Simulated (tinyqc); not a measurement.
Thermal stress, cracking, delamination and buckling of a thin film; Griffith cracks and misfitting inclusions: one step, computed by the program tinyqc. Command: `OMP_NUM_THREADS=1 python tinyqc.py 3004938 3004939 out.jsonl filmcrack walk`. One thread of a shared host (Intel(R) Xeon(R) Processor @ 2.30GHz), about 0.01 s of CPU time with the checks.

Isotropic linear elasticity; the substrate is much thicker than the film; stress is positive in tension.

Task: Griffith crack in the substrate. Through crack of length 2a in plane strain: K_Ic = sqrt(2 gamma_s E_s/(1 - nu_s^2)); fracture stress = K_Ic/sqrt(pi a). An edge crack of depth a has K larger by 1.1215.

Inputs (values chosen for the exercise, modelled on a tungsten film on silicon):
```
quantity,value,unit
substrate Young's modulus E_s,167,GPa
substrate Poisson ratio nu_s,0.24,-
flaw half length a,1,micrometre
substrate surface energy gamma_s,1.1,J/m^2
```

Give: toughness K_Ic; fracture stress, inner crack; fracture stress, edge crack.

Result:

toughness K_Ic = 0.6244 MPa m^0.5

fracture stress, inner crack = 352.3 MPa

fracture stress, edge crack = 314.1 MPa

The inner crack lowers the strength to 2.1 % of the ideal E_s/10.
